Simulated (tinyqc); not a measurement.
## Energy and delay of logic against supply voltage: optimum supplies against the temperature

One expression serves below and above threshold: I(Vg) = Ik [ln(1 + exp((Vg - VT + dd V)/(al nf Vt)))]^al, with I_on = I(V) and I_off = I(0). Gate delay td = kd C V/I_on, clock period LD td. Per gate and cycle the switching energy is act C V^2 and the leakage energy I_off V LD td. No short-circuit current, no variation. Minima are sought above 0.09 V; below a few Vt gates no longer switch and the model has no meaning.

V_min minimises the energy and V_EDP the product of energy and td. VT, Ik and nf are held fixed.

Inputs (values chosen for the exercise); values of the order met in logic technologies: threshold voltage at zero drain bias VT = 0.35 V; slope factor nf = 1.29; barrier lowering per volt of supply dd = 0.07; specific current of a gate Ik = 0.77 uA; exponent of the current law al = 1.42; load capacitance of a gate C = 0.39 fF; delay factor kd = 0.9; logic depth LD = 12; activity factor act = 0.02.

Constants: q = 1.602176634e-19 C, kB = 1.380649e-23 J/K, Vt = kB T/q. Results are converted to the units shown.

Optimum supplies against the temperature:
```
T (K)  V_min (V)  energy at V_min (aJ)  leakage share (%)  clock at V_min (MHz)  V_EDP (V)  clock at V_EDP (GHz)
220       0.1775                0.3399              27.70                 1.469     0.6210                 6.726
250       0.2017                0.4409              28.05                 7.078     0.6210                 5.609
280       0.2258                0.5587              28.81                 23.47     0.6211                 4.777
310       0.2499                0.6976              30.17                 58.93     0.6217                 4.144
340       0.2740                0.8642              32.25                 119.4     0.6237                 3.659
370       0.2980                 1.067              35.07                 204.7     0.6282                 3.292
```

What does the comparison show?

As T goes from 220 to 370, V_min rises from 0.177 to 0.298 V, the energy there rises from 0.340 to 1.07 aJ, the clock there rises from 1.47 to 205 MHz and V_EDP rises from 0.621 to 0.628 V.

tinyqc, about 0.01 s, one thread, Intel Xeon 2.30GHz (shared host): `OMP_NUM_THREADS=1 python tinyqc.py 2082047 2082048 out.jsonl`
